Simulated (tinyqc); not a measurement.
Epitaxial growth on a vicinal surface: Burton-Cabrera-Frank step flow, step-edge barrier and island nucleation: one step, computed by the program tinyqc.

Adatoms land at rate F, hop on a square grid (a simplification for hexagonal faces), desorb, or join steps. Lengths are in units of a and n is the adatom coverage. Steps ascend at x = 0 and descend at x = l.

Problem. Scales. D = nu exp(-E_d/(k_B T)) (a^2/s, nu counted per direction); tau = exp(E_a/(k_B T))/nu; x_s = sqrt(D tau); n_eq = exp(-E_f/(k_B T)); terrace width l = h/(a tan(miscut)); Schwoebel length l_s = exp(E_s/(k_B T)) - 1. Temperatures in kelvin are T(C) + 273.15.

Inputs (values chosen for the exercise, close to those used for 4H-SiC(0001)):
```
quantity                     value      unit
site spacing a                3.08  angstrom
step height h                 2.52  angstrom
diffusion barrier E_d         1.87        eV
desorption energy E_a         3.89        eV
adatom formation energy E_f   1.58        eV
step-edge barrier E_s            0        eV
attempt frequency nu             5       THz
miscut angle                     1   degrees
temperature T                 1320         C
```

Constants: k_B = 8.617333262e-05 eV/K.

Give: D; lifetime tau; diffusion length x_s; equilibrium coverage n_eq; terrace width l; Schwoebel length l_s.

Solution.

D = 6.073e+06 a^2/s

lifetime tau = 0.4043 s

diffusion length x_s = 1567 a

equilibrium coverage n_eq = 1.004e-05

terrace width l = 46.87 a

Schwoebel length l_s = 0 a

l/x_s = 0.0299: nearly every adatom reaches a step.
